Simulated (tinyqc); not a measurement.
Slater-Koster d bands of an fcc metal: sweeps and comparisons. A value that a table varies takes the place of the one given here.

Slater-Koster d bands. For a bond with direction cosines (l, m, n) the 5 x 5 block is dds Ps + ddp Pp + ddd (1 - Ps - Pp), the projectors on sigma, pi and delta states about the bond; for instance <xy|xy> = 3 l^2 m^2 dds + (l^2 + m^2 - 4 l^2 m^2) ddp + (n^2 + l^2 m^2) ddd, <xy|yz> = 3 l m^2 n dds + l n (1 - 4 m^2) ddp + l n (m^2 - 1) ddd and <3z2-r2|3z2-r2> = (n^2 - (l^2 + m^2)/2)^2 dds + 3 n^2 (l^2 + m^2) ddp + (3/4)(l^2 + m^2)^2 ddd. H(k) sums the blocks times cos(k.R) over the neighbours; the d level is the zero of energy; k in 2 pi/a.

Neighbours: twelve at (a/2)(1,1,0) and equivalents.

Mesh: k = f1 b1 + f2 b2 + f3 b3 with fractions (j + 1/2)/N, j = 0 to N - 1, and b = (-1,1,1), (1,-1,1), (1,1,-1) for fcc, (0,1,1), (1,0,1), (1,1,0) for bcc, unit vectors for simple cubic. The lowest Nd/10 of all levels are filled with two electrons each; the bond energy is their sum per atom.

Values chosen for the exercise (of the size met in Co; not measured data):
- dds = -0.523 eV (dd sigma)
- ddp = 0.288 eV (dd pi)
- ddd = -0.058 eV (dd delta)
- N = 8 (mesh)
- f2 = 0.487 (factor for second neighbours in bcc)

## Band filling: full bands against the rectangular model

W = sqrt(12 mu2) with mu2 the mean square level on the mesh; rectangular model: Fermi level W (Nd/10 - 1/2), bond energy -W Nd (10 - Nd)/20. The Fermi level of the mesh is the highest filled level.

Per atom (eV):

| Nd | EF, bands | bond energy, bands | EF, rectangle | bond energy, rectangle |
|---|---|---|---|---|
| 1 | -1.340 | -1.702 | -1.434 | -1.613 |
| 2 | -1.047 | -2.905 | -1.075 | -2.868 |
| 3 | -0.777 | -3.808 | -0.717 | -3.764 |
| 4 | -0.411 | -4.387 | -0.358 | -4.301 |
| 5 | 0.064 | -4.545 | 0.000 | -4.481 |
| 6 | 0.498 | -4.271 | 0.358 | -4.301 |
| 7 | 0.746 | -3.626 | 0.717 | -3.764 |
| 8 | 1.076 | -2.694 | 1.075 | -2.868 |
| 9 | 1.355 | -1.472 | 1.434 | -1.613 |

W = 3.585 eV
full width on the mesh = 4.069 eV

The bond energy is deepest at Nd = 5 (-4.545 eV); the rectangle has its minimum at 5. The two differ most at Nd = 8, by 0.174 eV or 4 % of the deepest value: the second moment fixes the parabola, and higher moments the rest. At Nd = 3 and 7 the bands give -3.808 and -3.626 eV, a skew towards less than half filling.

## Which lattice a d-band metal prefers

fcc has twelve neighbours, bcc eight and six (the six times f2), simple cubic six. The integrals of bcc and sc are scaled so that all three have the second moment of fcc, which stands for equal repulsion (structural energy difference theorem). s and p electrons are left out.

Bond energy per atom:

| Nd | fcc (eV) | bcc - fcc (meV) | sc - fcc (meV) |
|---|---|---|---|
| 1 | -1.702 | 111 | -46 |
| 2 | -2.905 | 44 | -17 |
| 3 | -3.808 | -95 | 106 |
| 4 | -4.387 | -197 | 269 |
| 5 | -4.545 | -12 | 333 |
| 6 | -4.271 | 200 | 153 |
| 7 | -3.626 | 225 | -76 |
| 8 | -2.694 | 78 | -228 |
| 9 | -1.472 | -92 | -276 |

scale factors: bcc 1.1285, sc 1.4142

mu3/mu2^1.5: fcc -0.169, bcc -0.161, sc 0.000

mu4/mu2^2: fcc 1.823, bcc 1.710, sc 2.349

largest change of a difference when N is raised to 14 = 21 meV

fcc is lowest for Nd = 6. bcc is lowest for Nd = 3, 4 and 5. sc is lowest for Nd = 1, 2, 7, 8 and 9. bcc gains most on fcc at Nd = 4 (-197 meV). A small fourth moment marks a two-peaked band, which tends to favour fillings near one half; bcc has -6 % against fcc, and at Nd = 5 it lies -12 meV from fcc (differences of a few tens of meV are within the error of the mesh; hcp is left out, and this d-only model can miss the lattice of the real metal). The third moments, from three-membered rings, skew the bands. That simple cubic wins anywhere comes from keeping d bands and equal second moments alone; no transition metal takes it. Differences below about 21 meV are within the error of this mesh, and the s and p electrons left out weigh most where the d band is nearly empty or full.

## What each integral does

Levels at Gamma, E(t2g) = 3 dds + 4 ddp + 5 ddd, E(eg) = 1.5 dds + 6 ddp + 4.5 ddd, and W = sqrt(12 mu2), the width of a rectangular band with the same second moment mu2 = z (dds^2 + 2 ddp^2 + 2 ddd^2)/5, z = 12. Each row changes one parameter from the base and keeps the others.

Results:

| case | t2g (eV) | eg (eV) | W (eV) |
|---|---|---|---|
| base | -0.7070 | 0.6825 | 3.5845 |
| dds = -0.4446 eV | -0.4718 | 0.8001 | 3.2656 |
| ddp = 0.3312 eV | -0.5342 | 0.9417 | 3.7934 |
| ddd = -0.0667 eV | -0.7505 | 0.6433 | 3.5933 |

The largest shifts from the base row, up to three for each result and ties (the steps differ in size, so this ranks the rows, not the parameters). t2g (eV): dds +0.2352, ddp +0.1728, ddd -0.0435. eg (eV): ddp +0.2592, dds +0.1176, ddd -0.0391. W (eV): dds -0.3189, ddp +0.2088, ddd +0.0087. The ratio of the shifts of t2g and eg names the integral: 3 : 1.5 for dds, 4 : 6 for ddp, 5 : 4.5 for ddd.

Program tinyqc; command `OMP_NUM_THREADS=1 python tinyqc.py 1452791 1452792 out.jsonl`; about 0.03 s on one thread of a shared Intel(R) Xeon(R) Processor @ 2.30GHz.
